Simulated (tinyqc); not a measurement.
Short-channel transistor, virtual-source model with series resistance: effect of the threshold at zero drain voltage on the on and off currents.

The current per gate width is the charge at the top of the source barrier (the virtual source) times its velocity times a saturation function; al and be are fitting constants of the model. Units: I in uA/um, Rs in ohm um, so I Rs = 1e-6 I Rs in volts; Q in uC/cm^2, so I = 1e-4 Q vx0 Fsat with vx0 in cm/s.

Intrinsic voltages Vg' = Vgs - I Rs, Vd' = Vds - 2 I Rs. n = n0 + nd Vd', VT = VT0 - dl Vd', Ff = 1/(1 + exp((Vg' - VT + al Vt/2)/(al Vt))), Q = Cinv n Vt ln(1 + exp((Vg' - VT + al Vt Ff)/(n Vt))), Vdsat = (vx0 L/mu)(1 - Ff) + Vt Ff, Fsat = u/(1 + u^be)^(1/be) with u = Vd'/Vdsat, and I = Q vx0 Fsat per width. I is solved self-consistently. Ion is I at Vgs = Vds = 0.5 V, Ioff at Vgs = 0, Vds = 0.5 V, and Rlin = Vds/I at Vgs = 0.5 V, Vds = 0.05 V.

Values chosen for this exercise: temperature T = 300 K; inversion capacitance Cinv = 3.12 uF/cm^2; velocity at the virtual source vx0 = 2.41e7 cm/s; apparent mobility mu = 160 cm^2/(V s); channel length L = 20 nm; drain-induced barrier lowering dl = 0.155 V/V; subthreshold factor n0 = 1.15; growth of n with drain voltage nd = 0.1 1/V; threshold shift (in units of Vt) from weak to strong inversion al = 3.5; sharpness of saturation be = 1.8; series resistance of each contact Rs = 200 ohm um.

Constants: q = 1.602176634e-19 C, kB = 1.380649e-23 J/K, Vt = kB T/q. Results are converted to the units shown.

Effect of the threshold at zero drain voltage on the on and off currents:

| VT0 (V) | Ion (uA/um) | Ioff (nA/um) | log10(Ion/Ioff) | Rlin (ohm um) |
|---|---|---|---|---|
| 0.15 | 818.7 | 6.471e4 | 1.102 | 518.5 |
| 0.2 | 764.2 | 2.648e4 | 1.460 | 537.2 |
| 0.25 | 701.5 | 8453 | 1.919 | 561.8 |
| 0.3 | 630.4 | 2230 | 2.451 | 595.2 |
| 0.35 | 551.4 | 523.6 | 3.022 | 642.5 |
| 0.4 | 466.0 | 114.9 | 3.608 | 713.8 |
| 0.45 | 376.8 | 24.25 | 4.191 | 832.9 |
| 0.5 | 287.0 | 5.000 | 4.759 | 1062 |

As VT0 goes from 0.15 to 0.5 V, Ion falls from 819 to 287 uA/um, Ioff falls from 64700 to 5.00 nA/um and Rlin rises from 519 to 1060 ohm um. Ion changes by a factor of 0.351 and Ioff by 7.73e-5. The off current depends on it through an exponential, the on current about linearly. For VT0 = 0.15 to 0.3 V the off current passes 1 uA/um, so the device is hardly off at Vgs = 0.

tinyqc, about 0.01 s, one thread, Intel Xeon 2.30GHz (shared host): `OMP_NUM_THREADS=1 python tinyqc.py 2380070 2380071 out.jsonl`
